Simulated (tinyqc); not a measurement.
Swing curve: thickness of the top film: thin-film optics by transfer matrices.

Indices N = n + i k. Snell: N0 sin(theta) = N_j sin(theta_j), with Im(N_j cos theta_j) >= 0. Admittance y_j = N_j cos theta_j for s and N_j/cos theta_j for p. Phase delta_j = 2 pi N_j cos theta_j d_j/lambda. Layer matrix [[cos delta, -i sin delta/y], [-i y sin delta, cos delta]], multiplied from the top down to M. (B, C) = M (1, y_sub); r = (y0 B - C)/(y0 B + C), R = |r|^2, T = 4 Re y0 Re y_sub/|y0 B + C|^2, absorbed in the films 1 - R - T.

Parameters, chosen for this exercise (indices near those of resist, ARC, SiO2 on W; shifted at random, so the results belong to these values and not to a real crystal):
```
symbol  value                         unit     meaning
lam     633                           nm       vacuum wavelength
n0      1                                      ambient index
n       (1.644, 1.667, 1.444, 3.642)           n of resist, ARC, SiO2, substrate
k       (0, 0.02, 0, 2.968)                    k in the same order
d       (494, 29.2, 61.3)             nm       thicknesses, top first
theta   0                             degrees  angle of incidence
pol     s                                      polarisation
```

The first entry of d takes the values listed.

Stack:
```
d_1 (nm)       R       T  absorbed
494.0     0.5642  0.4140    0.0217
526.1     0.4500  0.5226    0.0274
558.2     0.2557  0.7072    0.0371
590.3     0.2570  0.7060    0.0371
622.3     0.4509  0.5217    0.0274
654.4     0.5645  0.4138    0.0217
686.5     0.5643  0.4140    0.0217
718.6     0.4501  0.5225    0.0274
782.8     0.2569  0.7060    0.0371
814.9     0.4513  0.5213    0.0274
847.0     0.5646  0.4136    0.0217
879.0     0.5643  0.4140    0.0217
```

Give the missing row, d_1 (nm) = 750.7.

Computed row:
```
d_1 (nm)       R       T  absorbed
750.7     0.2558  0.7071    0.0371
```

R swings between 0.2557 and 0.5646 on these points. The period is lambda/(2 Re(N_1 cos theta_1)) = 192.5 nm, six rows. The film does not absorb, so the swing repeats exactly. The swing ratio (max - min)/mean is 0.71.

Computed by tinyqc, a small Python program: `OMP_NUM_THREADS=1 python tinyqc.py 1680530 1680531 out.jsonl` (the numbers bound the seed that draws the inputs); one thread of a shared host (Intel(R) Xeon(R) Processor @ 2.30GHz), about 0.01 s for the whole set of steps.
